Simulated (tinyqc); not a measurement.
Heavy doping: gap narrowing, degeneracy and the minority density, step by step. Values are carried at full precision from step to step, so a last printed digit may differ when a step is redone from the rounded ones.

Empirical narrowing (Slotboom form, constants chosen for the exercise; published fits of this form give the apparent narrowing, here it is taken as the true one): dEg = E0 [ln(N/N0) + sqrt(ln(N/N0)^2 + C)].

Constants: kB = 8.617333262e-05 eV/K; e^2/(4 pi eps0) = 14.39964547 eV angstrom.

Values chosen for the exercise (gap and densities of states near those of Si at this temperature; narrowing constants near the fits for Si; shifted at random, so the results belong to these values and not to a real crystal):
```
symbol  value     unit    meaning
N       4.8e+17   1/cm^3  ionised acceptors, equal to the majority density
E0      6.58      meV     narrowing scale
N0      1.2e+17   1/cm^3  onset density
C       0.5               smoothing constant
Nv      1.11e+19  1/cm^3  valence-band density of states
Eg      1.127     eV      gap
Nc      2.73e+19  1/cm^3  conduction-band density of states
T       300       K
eps     11.8              dielectric constant
Mv      1                 majority valleys
```

## Gap narrowing

Evaluate at N.

ln(N/N0) = 1.3863
dEg (empirical fit) = 19.36 meV

Well above N0 each decade of doping adds 2 E0 ln 10 = 30.3 meV.

## Degeneracy of the majority band

F_j(eta) = (1/Gamma(j + 1)) integral_0^infinity x^j dx/(1 + exp(x - eta)), which tends to exp(eta) for eta << 0.

Majority: N = Nv F_1/2(eta), eta the distance of EF beyond the majority band edge in kT. Degeneracy factor gam = F_1/2(eta)/exp(eta). ni0^2 = Nc Nv exp(-Eg/kT); product n p = ni0^2 gam exp(dEg/kT), dEg the true narrowing; apparent narrowing dEa = dEg + kT ln gam; minority density = n p/N.

Solve for eta and form gam.

N/Nv = 0.04324
eta = -3.1256
gam = 0.9848

## Product and minority density

Combine both effects.

ni0 = 5.95e+09 1/cm^3
exp(dEg/kT) = 2.11
dEa = 19.0 meV
sqrt(n p) = 8.58e+09 1/cm^3
minority density = 153 1/cm^3

Narrowing multiplies the product by 2.11 and degeneracy by 0.985; together they change the minority density by a factor 2.08 against ni0^2/N.

## Two estimates of the size

Two physical estimates, e2 = e^2/(4 pi eps0), N in 1/angstrom^3: exchange shift at the Fermi level, Ex = (e2/eps) kF/pi with kF = (3 pi^2 N/Mv)^(1/3); screened-pair energy (Lanyon-Tuft), Es = (3/4)(e2/eps) qs with qs^2 = (4 pi e2 N/(eps kT)) F_-1/2(eta)/F_1/2(eta).

Evaluate both at N.

kF = 0.02422 1/angstrom
Ex = 9.41 meV
Es = 15.33 meV

Against the fitted dEg = 19.4 meV, Ex is 0.49 and Es 0.79 times as large; each keeps one mechanism only, and Ex assumes a strongly degenerate gas, while here eta is only -3.13.

## Checks

- Minority density against the Boltzmann occupation of the other band at the narrowed gap (1/cm^3): both 153.5.

Computed by tinyqc, a small Python program: `OMP_NUM_THREADS=1 python tinyqc.py 1681574 1681575 out.jsonl` (the numbers bound the seed that draws the inputs); one thread of a shared host (Intel(R) Xeon(R) Processor @ 2.30GHz), about 0.01 s for the whole set of steps.
